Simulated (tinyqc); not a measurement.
From results back to parameters: thresholds of impact ionisation and Auger recombination from band masses. Four cases, with inputs chosen for the exercise.

Problem. For parabolic bands the thresholds of impact ionisation are Eg (1 + 2 mu)/(1 + mu) for electrons and Eg (2 + mu)/(1 + mu) for heavy holes, mu = me/mh. Both are given.

Case 1.

thresholds for electrons and holes (eV): 0.436294  0.802706

Case 2.

thresholds for electrons and holes (eV): 0.235476  0.448524

Case 3.

thresholds for electrons and holes (eV): 1.751324  2.928676

Case 4.

thresholds for electrons and holes (eV): 0.901407  1.561593

Find: Eg; mu.

Solution. The sum is 3 Eg; mu = (E_e - Eg)/(2 Eg - E_e).

Case 1.

Eg = 0.413 eV
mu = 0.0598

Case 2.

Eg = 0.228 eV
mu = 0.0339

Case 3.

Eg = 1.560 eV
mu = 0.1398

Case 4.

Eg = 0.821 eV
mu = 0.1086

Computed by tinyqc, one run a case: `OMP_NUM_THREADS=1 python tinyqc.py N N+1 out.jsonl` with N = 1880394, 1880408, 1880432, 1880457; one thread of a shared Intel(R) Xeon(R) Processor @ 2.30GHz, about 0.01 s a run at most.
